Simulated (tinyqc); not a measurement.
Inside a calculation. Model: single-band model of a thermoelectric material. Computed by tinyqc, a small Python program that keeps every step. Command: `OMP_NUM_THREADS=1 python tinyqc.py 3017994 3017995 out.jsonl thermo walk`. One thread of a shared host (Intel(R) Xeon(R) Processor @ 2.30GHz), about 0.01 s of CPU time with the checks. Intermediate numbers are printed to about 6 digits and carried at full precision; extremes and crossings named in words are read from the listed rows.

One spherical band, one scattering law, no minority carriers and no phonon drag. In a real material minority carriers limit |S| to about E_g/(2 e T), so larger values are formal. eta = E_F/(k_B T) is counted from the band edge; f = 1/(1 + exp(x - eta)).

Inputs (values chosen for the exercise, modelled on n-type PbSe):
```
quantity                                value        unit
density-of-states mass m                 0.28         m_0
mobility parameter mu_300                1400  cm^2/(V s)
temperature exponent p                      2           -
lattice thermal conductivity kappa_L      1.1     W/(m K)
carrier density n                     9.7e+17      1/cm^3
temperature T                             570           K
```

Band: parabolic. Scattering: acoustic phonons, r = -0.5.

Constants: m_0 = 9.1093837015e-31 kg; k_B = 1.380649e-23 J/K; hbar = 1.054571817e-34 J s; k_B = 8.617333262e-05 eV/K; e = 1.602176634e-19 C.

## Fermi level

With x = E/(k_B T), a = alpha k_B T (0 for a parabolic band), G = x (1 + a x), D = 1 + 2 a x and <y> = int y f (1 - f) dx, f = 1/(1 + exp(x - eta)): tau = tau_0 G^r/D; transport function s = G^(3/2 + r)/D^2; n = N_0 <G^(3/2)> with N_0 = (2 m k_B T)^(3/2)/(3 pi^2 hbar^3). Integrals over x = E/(k_B T) use 160 Gauss-Legendre points in u = sqrt(x) from 0 to sqrt(max(eta, 0) + 32). Solve for eta.

N_0 = 7.32493e+18 1/cm^3

reduced Fermi level eta = -2.27125

## Transport integrals

The formulas are those given above.

<s> = 0.0981993

<x s> = 0.201273

<x^2 s> = 0.611345

<G^(3/2)> = 0.132425

<G^(3/2 + 2r)/D^4> = 0.0852876

## Coefficients

sigma = e mu_0 N_0 <s> with mu_0 = e tau_0/m = mu_300 (T/300 K)^(-p); |S| = (k_B/e)(<x s>/<s> - eta); Lorenz number L = (k_B/e)^2 (<x^2 s>/<s> - (<x s>/<s>)^2); kappa_e = L sigma T; zT = S^2 sigma T/(kappa_L + kappa_e). Hall factor r_H = <G^(3/2)> <G^(3/2 + 2r)/D^4>/<s>^2; drift mobility sigma/(n e) with n = N_0 <G^(3/2)>; power factor S^2 sigma.

conductivity sigma = 44.6934 S/cm

Seebeck coefficient |S| = 372.345 microvolt/K

Lorenz number L = 1.50340 1e-8 V^2/K^2

drift mobility = 287.581 cm^2/(V s)

Hall factor r_H = 1.17122

power factor = 6.19634 microwatt/(cm K^2)

kappa_e = 0.0382994 W/(m K)

zT = 0.310280

L is 62 % of the degenerate value pi^2/3 (k_B/e)^2 = 2.443; the classical limit for this r is (r + 5/2)(k_B/e)^2 = 1.485. The charge carriers transport 3 % of the heat.

## Limiting formulas for the Seebeck coefficient

Classical: |S| = (k_B/e)[r + 5/2 - ln(n/N_c)], N_c = (3 sqrt(pi)/4) N_0. Degenerate (Mott): |S| = (pi^2/3)(k_B/e)(r + 3/2)/eta_F, eta_F = (n/N_0)^(2/3).

Seebeck coefficients:
```
formula        |S| (microvolt/K)  deviation (%)
full integral             372.35          0.000
classical                 371.10         -0.335
degenerate               1091.20        193.062
```

At eta = -2.27 the classical formula is the closer one, off by 0.33 %; the other is out of its range.

## Best doping

Quality factor B = (k_B/e)^2 e mu_0 N_0 T/kappa_L; zT and the power factor are maximised over eta between -8 and 30.

quality factor B = 0.175131

eta of the largest zT = -0.151649

density of the largest zT = 6.59913e+18 1/cm^3

largest zT = 0.542684

|S| at the largest zT = 213.971 microvolt/K

eta of the largest power factor = 0.668122

density of the largest power factor = 1.22614e+19 1/cm^3

largest power factor = 13.7228 microwatt/(cm K^2)

The sample is underdoped by a factor 6.80 and reaches 57 % of the best zT. zT peaks at a density 1.86 times lower than the power factor, because kappa_e grows with n.

## Against the Fermi level

The formulas are those given above.

The same material at other dopings:
```
eta   n (1/cm^3)  |S| (microvolt/K)  sigma (S/cm)  power factor (microwatt/(cm K^2))        zT
-4   1.77202e+17            517.824   8.26056e+00                             2.2150  0.114050
-3   4.76483e+17            432.971   2.21135e+01                             4.1455  0.211196
-2   1.25902e+18            350.239   5.77686e+01                             7.0863  0.351334
-1   3.19185e+18            272.487   1.42574e+02                            10.5860  0.492407
0    7.45048e+18            204.501   3.15471e+02                            13.1933  0.541001
1    1.53425e+19            150.876   5.97703e+02                            13.6058  0.459694
2    2.74955e+19            112.389   9.68027e+02                            12.2275  0.328110
4    6.34052e+19             68.216   1.82878e+03                             8.5100  0.147739
6    1.11459e+20             46.946   2.73190e+03                             6.0209  0.074754
10   2.34520e+20             28.345   4.55131e+03                             3.6567  0.028827
```

|S| falls and sigma rises with eta, so their product S^2 sigma peaks: among these rows at eta = 1, and zT at eta = 0, where |S| = 205 microvolt/K. zT stays above 90 % of its best row from n = 3.2e18 to 7.5e18 per cm^3.

Checks made by the program: |S| against (k_B/e)[(r + 5/2) F_(r+3/2)/((r + 3/2) F_(r+1/2)) - eta] by adaptive quadrature (relative difference below 1e-10).
